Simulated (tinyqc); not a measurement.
Worked calculation: Hueckel theory of the pi electrons, for the molecule C1=CC2=CC=CC2=C1 (SMILES; centres numbered as the heavy atoms are written). One step of it, computed by the program tinyqc.

Task: Orbitals. Diagonalise; E = alpha + x beta with beta < 0, so the largest x are filled first; degenerate levels share their electrons. P = sum n_i c_ri c_si; each orbital has its largest coefficient positive (the first on a tie).

Hueckel matrix in units of beta (H = alpha + beta A):
```
          1C        2C        3C        4C        5C        6C        7C        8C
1C  0.000000  1.000000  0.000000  0.000000  0.000000  0.000000  0.000000  1.000000
2C  1.000000  0.000000  1.000000  0.000000  0.000000  0.000000  0.000000  0.000000
3C  0.000000  1.000000  0.000000  1.000000  0.000000  0.000000  1.000000  0.000000
4C  0.000000  0.000000  1.000000  0.000000  1.000000  0.000000  0.000000  0.000000
5C  0.000000  0.000000  0.000000  1.000000  0.000000  1.000000  0.000000  0.000000
6C  0.000000  0.000000  0.000000  0.000000  1.000000  0.000000  1.000000  0.000000
7C  0.000000  0.000000  1.000000  0.000000  0.000000  1.000000  0.000000  1.000000
8C  1.000000  0.000000  0.000000  0.000000  0.000000  0.000000  1.000000  0.000000
```

pi electrons, sum of z_r less the charge = 8

Give: x values; occupations; coefficients; charge and bond-order matrix P.

Result:

x values: 2.343  1.414  1.000  0.471  0.000  -1.414  -1.814  -2.000

occupations: 2.000  2.000  2.000  2.000  0.000  0.000  0.000  0.000

coefficients:
```
      MO1     MO2     MO3     MO4     MO5     MO6     MO7     MO8
1C  0.271   0.500   0.000   0.513   0.000   0.500   0.404   0.000
2C  0.318   0.354   0.408   0.121   0.500  -0.354  -0.367  -0.289
3C  0.473   0.000   0.408  -0.456   0.000   0.000   0.261   0.577
4C  0.318  -0.354   0.408   0.121  -0.500   0.354  -0.367  -0.289
5C  0.271  -0.500   0.000   0.513   0.000  -0.500   0.404   0.000
6C  0.318  -0.354  -0.408   0.121   0.500   0.354  -0.367   0.289
7C  0.473   0.000  -0.408  -0.456   0.000   0.000   0.261  -0.577
8C  0.318   0.354  -0.408   0.121  -0.500  -0.354  -0.367   0.289
```

charge and bond-order matrix P:
```
        1C      2C      3C      4C      5C      6C      7C      8C
1C   1.173   0.650  -0.211  -0.057   0.173  -0.057  -0.211   0.650
2C   0.650   0.815   0.524   0.315  -0.057  -0.352  -0.142   0.148
3C  -0.211   0.524   1.198   0.524  -0.211  -0.142   0.531  -0.142
4C  -0.057   0.315   0.524   0.815   0.650   0.148  -0.142  -0.352
5C   0.173  -0.057  -0.211   0.650   1.173   0.650  -0.211  -0.057
6C  -0.057  -0.352  -0.142   0.148   0.650   0.815   0.524   0.315
7C  -0.211  -0.142   0.531  -0.142  -0.211   0.524   1.198   0.524
8C   0.650   0.148  -0.142  -0.352  -0.057   0.315   0.524   0.815
```
